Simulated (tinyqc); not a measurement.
Ways to reach the isolated limit: finite-size error of a charged defect in a periodic cell: Madelung and Makov-Payne terms. Computed by tinyqc, a small Python program. Command: `OMP_NUM_THREADS=1 python tinyqc.py 3030245 3030246 out.jsonl imagecharge walk`. One thread of a shared host (Intel(R) Xeon(R) Processor @ 2.30GHz), about 0.02 s of CPU time with the checks.

L is the cube root of the cell volume. The defect charge is a Gaussian, rho(r) = q (2 pi sigma^2)^(-3/2) exp(-r^2/2 sigma^2), repeated periodically in a uniform neutralising background and screened by a continuum. The model cell energy is E(L) = E_0 + [periodic - isolated electrostatic energy].

Inputs (values chosen for the exercise, with screening close to that of InAs): charge q = 2 e; cell length L = 11 angstrom; dielectric constant eps = 15.8; width sigma of the defect charge = 2.2 angstrom; formation energy of the isolated defect E_0 = 2.908 eV.

Supercell lattice: bcc. Screening: isotropic.

scatter added to the six cells, standing for numerical noise (meV): [-2.6, 0.82, -11, 10, 12, -4.1]

Constants: e^2/(4 pi eps_0) = 14.39964548 eV angstrom.

Method:
- Cell vectors: (-1,1,1), (1,-1,1), (1,1,-1), scaled to volume L^3.
- Ewald sum for a unit point charge: scale each Cartesian component of the cell by 1/sqrt(eps_i), giving R', G' and V'; E = [ (1/2) sum erfc(eta R')/R' + (2 pi/V') sum exp(-G'^2/4 eta^2)/G'^2 - eta/sqrt(pi) - pi/(2 V' eta^2) ] e^2/(4 pi eps_0) / sqrt(eps_x eps_y eps_z), over n_i = -6..6, omitting n = (0,0,0), eta = 2/V'^(1/3). alpha = -2 E eps_g L/(e^2/(4 pi eps_0)), eps_g = (eps_x eps_y eps_z)^(1/3).
- Periodic energy of the Gaussian: (2 pi q^2/V) sum_(G != 0) exp(-sigma^2 G^2)/(G.eps.G) x e^2/(4 pi eps_0), n_i = -k..k with k = max(9, L/sigma rounded up). Isolated energy: q^2/(2 sqrt(pi) sigma) <1/(n.eps.n)> e^2/(4 pi eps_0), the mean over directions n, here 1/eps.
- Cells of the same shape with L scaled by 0.7, 0.85, 1, 1.25, 1.5 and 2; the scatter is added to E(L).
- The point-charge correction scales as 1/L from its value at the input L.
- Least-squares fits of E(L) to a + b/L, a + c/L^3 or a + b/L + c/L^3; the estimate is a, and errors are against E_0.

Scaling data:
```
L (angstrom)  1/L (1/angstrom)  E(L) (eV)  E(L) + point-charge correction (eV)
7.70                  0.129870    2.45039                              3.13414
9.35                  0.106952    2.47972                              3.04282
11.00                 0.090909    2.50152                              2.98015
13.75                 0.072727    2.57774                              2.96064
16.50                 0.060606    2.62559                              2.94468
22.00                 0.045455    2.67500                              2.91431
```

point-charge correction -q^2 E = 0.478629 eV

nearest image = 12.0024 angstrom

Estimates of E_0:
```
way                              estimate (eV)  error (meV)
largest cell, uncorrected               2.6750      -233.00
largest cell, point-charge term         2.9143         6.31
1/L fit, three smallest                 2.6203      -287.67
1/L fit, all six                        2.7859      -122.14
1/L^3 fit, all six                      2.6321      -275.87
1/L and 1/L^3, three smallest           2.6368      -271.15
1/L and 1/L^3, all six                  2.8999        -8.08
corrected data, 1/L^3 fit               2.9143         6.29
```

coefficient b of the full fit = -4.9967 eV angstrom

What does the comparison show, and why?

Best here: corrected data, 1/L^3 fit (+6.3 meV); worst: 1/L fit, three smallest (-288 meV). The fitted b is 94.9 % of the Madelung value -q^2 alpha e^2/(8 pi eps_0 eps_g). In the smallest cell the nearest image is under four widths away: the clouds overlap, which no power of 1/L describes. A pure 1/L fit lands below E_0, because the positive 1/L^3 term flattens the small-cell points.

Extremes, crossings and ranges named in words are read from the listed rows.
